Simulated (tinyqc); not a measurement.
Polytypes and stacking faults of a tetrahedral semiconductor in an axial Ising model with couplings up to third neighbours: one step, computed by the program tinyqc.

Each double layer has s = +1 or -1 for the sense of its stacking step; E per pair of atoms = E0 - sum_n J_n <s_i s_(i+n)>, n = 1, 2, 3. Hexagonality h = (1 - <s_i s_(i+1)>)/2.

Question. Electronic energy gained by the fault. The fault binds electrons in a two-dimensional band E_b below the conduction edge, g2 = m m0/(pi hbar^2) for one valley. With the Fermi level held by the bulk, eta = ln[n/N_c(T)], N_c(T) = N_c (T/300)^1.5, the grand potential falls by g2 (k_B T)^2 F1(x), x = eta + E_b/(k_B T), F1(x) = integral from 0 to infinity of ln(1 + exp(x - t)) dt; sheet density g2 k_B T ln(1 + e^x). Band bending by the trapped charge is left out, so the gain is an upper bound. Net fault energy = gamma of the single Shockley (31) fault less the electronic gain.

Inputs (values chosen for the exercise, of the order of those of SiC for J, a, G and the gaps):
```
quantity                                    value    unit
binding energy of the fault level E_b         0.2      eV
in-plane mass m                              0.43      m0
effective density of states N_c at 300 K  3.4e+19  1/cm^3
electron density n                        2.2e+18  1/cm^3
temperature T                                 750       K
```

Host polytype: 4H.

energy of the glide fault, single Shockley (31) = 28.47287 mJ/m^2

Constants: m_0 = 9.1093837015e-31 kg; hbar = 1.054571817e-34 J s; k_B = 1.380649e-23 J/K; k_B = 8.617333262e-05 eV/K.

Give: x; sheet density; electronic gain; net fault energy.

Answer.

x = -1.018

sheet density = 3.581e+12 1/cm^2

electronic gain = 0.4004 mJ/m^2

net fault energy = 28.07 mJ/m^2

The gain offsets 1.4 % of the fault energy.
